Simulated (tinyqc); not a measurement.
What moves the Fermi level: gated graphene: carriers, quantum capacitance and optical conductivity.

Cones E = +/- hv |k|, four flavours, D(E) = 2|E|/(pi hv^2). n = (2/pi)(kT/hv)^2 F_1(mu/kT), p = (2/pi)(kT/hv)^2 F_1(-mu/kT), in 1/angstrom^2 (1e16 for 1/cm^2); F_1(eta) = integral_0^infinity x dx/(1 + exp(x - eta)). Cq/e^2 = d(n - p)/d mu = (2 kT/(pi hv^2)) ln(2 + 2 cosh(mu/kT)).

Gate: V = mu/e + e (n - p)/Cox with Cox/e^2 = k/(4 pi e2 t), t in angstrom, e2 = e^2/(4 pi eps0); 1/(eV angstrom^2) in C/e^2 equals 1602.176634 microfarad/cm^2; total 1/C = 1/Cox + 1/Cq.

Constants: kB = 8.617333262e-05 eV/K; e^2/(4 pi eps0) = 14.39964547 eV angstrom.

Values chosen for the exercise (Fermi velocity near that of graphene, gate dielectric near SiO2; the results hold for these values, not for the real material): hv = 6.66 eV angstrom (hbar vF); T = 400 K; k = 4.04 (dielectric constant of the gate layer); t = 30 nm (its thickness); V = 2.01 V (gate voltage from the neutrality point).

All results formed anew.

One parameter was then changed.

Results before and after:

| case | mu (eV) | n - p (1/cm^2) | C/Cox |
|---|---|---|---|
| base | 0.1255 | 1.402e+12 | 0.9609 |
| changed | 0.1395 | 1.671e+12 | 0.9576 |

Which of these changes was made? (a) hv = 7.33 eV angstrom; (b) V = 2.613 V; (c) k = 4.85; (d) t = 21 nm; (e) T = 500 K.

Answer: (c) k = 4.85. Of the candidates, run in turn, only this one gives the changed row.

All candidates:

| case | mu (eV) | n - p (1/cm^2) | C/Cox |
|---|---|---|---|
| base | 0.1255 | 1.402e+12 | 0.9609 |
| V = 2.613 V | 0.1474 | 1.835e+12 | 0.9662 |
| t = 21 nm | 0.1538 | 1.973e+12 | 0.9543 |
| k = 4.85 | 0.1395 | 1.671e+12 | 0.9576 |
| hv = 7.33 eV angstrom | 0.1402 | 1.392e+12 | 0.9575 |
| T = 500 K | 0.1182 | 1.408e+12 | 0.9597 |

Computed by tinyqc, a small Python program: `OMP_NUM_THREADS=1 python tinyqc.py 1650579 1650580 out.jsonl` (the numbers bound the seed that draws the inputs); one thread of a shared host (Intel(R) Xeon(R) Processor @ 2.30GHz), about 0.01 s for the whole set of steps.
